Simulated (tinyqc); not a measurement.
## Electron density from the filling shift

Inverse problem. At zero temperature the Burstein-Moss shift of one parabolic valley is (C/me + C/mh) kF^2 with kF = (3 pi^2 n)^(1/3), C = hbar^2/(2 m0). Find kF and n.

Values chosen for this exercise: electron mass me = 0.0243 m0; hole mass mh = 0.45 m0.

Constants: q = 1.602176634e-19 C, hbar = 1.054571817e-34 J s, m0 = 9.1093837015e-31 kg, hbar^2/(2 m0) = 0.0380998212 eV nm^2. Results are converted to the units shown.

filling shift = 321.63992 meV

Solution. The shift gives kF^2, and n = kF^3/(3 pi^2).

kF = 0.4412 1/nm
n = 2.900e18 cm^-3

Computed by the program tinyqc: `OMP_NUM_THREADS=1 python tinyqc.py 2330129 2330130 out.jsonl`, one thread of a shared Intel Xeon 2.30GHz, about 0.01 s for the whole run.
